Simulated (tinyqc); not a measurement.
Landau coefficient from the swing.

Inverse problem. Below threshold and near Q = 0, a ferroelectric film of thickness tf changes the swing n Vt ln 10 by the factor 1 + 2 al tf Cp, and al = -3 sqrt(3) Ec/(4 Pr) (1 nm times 1 kV/cm is 1e-4 V). Find n, al and Pr.

Inputs (values chosen for the exercise): temperature T = 325 K; coercive field Ec = 800 kV/cm; overlap capacitance per gate area Cp = 0.35 uF/cm^2.

Constants: q = 1.602176634e-19 C, kB = 1.380649e-23 J/K, Vt = kB T/q. Results are converted to the units shown.

swing without the film and with tf = 4.6 nm (mV/decade): 73.515140  70.440073

Answer. The first swing gives n, the ratio of the two gives al, and Ec then gives Pr.

n = 1.140
al = -129.9 kV cm/uC
Pr = 8.000 uC/cm^2

Program tinyqc, `OMP_NUM_THREADS=1 python tinyqc.py 2860033 2860034 out.jsonl`; Intel Xeon 2.30GHz, shared host, one thread, about 0.02 s.
